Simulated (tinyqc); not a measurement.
Inside a calculation: thin-film optics by transfer matrices. Values are carried at full precision from step to step, so a last printed digit may differ when a step is redone from the rounded ones.

Indices N = n + i k. Snell: N0 sin(theta) = N_j sin(theta_j), with Im(N_j cos theta_j) >= 0. Admittance y_j = N_j cos theta_j for s and N_j/cos theta_j for p. Phase delta_j = 2 pi N_j cos theta_j d_j/lambda. Layer matrix [[cos delta, -i sin delta/y], [-i y sin delta, cos delta]], multiplied from the top down to M. (B, C) = M (1, y_sub); r = (y0 B - C)/(y0 B + C), R = |r|^2, T = 4 Re y0 Re y_sub/|y0 B + C|^2, absorbed in the films 1 - R - T.

Inputs chosen for the exercise (indices near those of resist, SiO2 on polySi; the results hold for these values, not for the real material): lam = 633 nm (vacuum wavelength); n0 = 1 (ambient index); n = (1.606, 1.474, 3.935) (n of resist, SiO2, substrate); k = (0, 0, 0.038) (k in the same order); d = (732, 57) nm (thicknesses, top first); theta = 75 degrees (angle of incidence); pol = p (polarisation).

## Angles, admittances and phases

Form cos theta_j, y_j and delta_j.

cos theta_j: ambient 0.2588, film 1 0.7989, film 2 0.7554, substrate 0.9694+0.0006i

y_j: ambient 3.8637, film 1 2.0102, film 2 1.9514, substrate 4.0592+0.0367i

delta_j (rad): film 1 9.3225, film 2 0.6299

## Layer matrices and their product

Form each matrix and multiply from the top down.

matrix of film 1:
```
          1         2
1   -0.9948  -0.0508i
2  -0.2053i   -0.9948
```

matrix of film 2:
```
          1         2
1    0.8081  -0.3019i
2  -1.1496i    0.8081
```

M:
```
         1        2
1  -0.8622  0.2593i
2  0.9777i  -0.8658
```

Each matrix has determinant 1, and so has M.

## Reflection and transmission

Close the stack on the substrate.

B, C: -0.8717+1.0524i  -3.5145+0.9459i

r = 0.2018-0.3064i
R = 0.1346
T into the substrate = 0.8654
absorbed in the films = 0.0000

The bare substrate would reflect 0.0006.

## Ellipsometric angles

Ellipsometry: rho = tan(Psi) exp(i Delta) = -conj(r_p/r_s) with the r of the admittance formula, Delta in 0 to 360 degrees, so that a bare dielectric at small angles gives Delta = 180.

Repeat the steps for both polarisations.

r_s = -0.8166-0.2065i
r_p = 0.2018-0.3064i
Psi = 23.54 degrees
Delta = 70.82 degrees

## Checks

- R against the recursion of Airy sums from the substrate up: both 0.13460.

(tinyqc, `OMP_NUM_THREADS=1 python tinyqc.py 1680110 1680111 out.jsonl`, Intel(R) Xeon(R) Processor @ 2.30GHz, 1 thread, shared host, about 0.01 s.)
